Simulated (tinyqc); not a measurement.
## Cell and bit-line capacitance from two signals

Question. In a DRAM a freshly written one gives the bit-line signal (Vd/2) Cs/(Cs + Cb). Find Cs and Cb.

Values chosen for this exercise:

| symbol | value | unit | meaning |
|---|---|---|---|
| Vd | 1.3 | V | array voltage |

signal of a fresh one without and with 20 fF added to the bit line (mV): 146.77419  120.79646

Answer. (Vd/2)/signal = 1 + Cb/Cs, and the added capacitance raises it by its ratio to Cs.

Cs = 21.00 fF
Cb = 72.00 fF

tinyqc, about 0.01 s, one thread, Intel Xeon 2.30GHz (shared host): `OMP_NUM_THREADS=1 python tinyqc.py 2130118 2130119 out.jsonl`
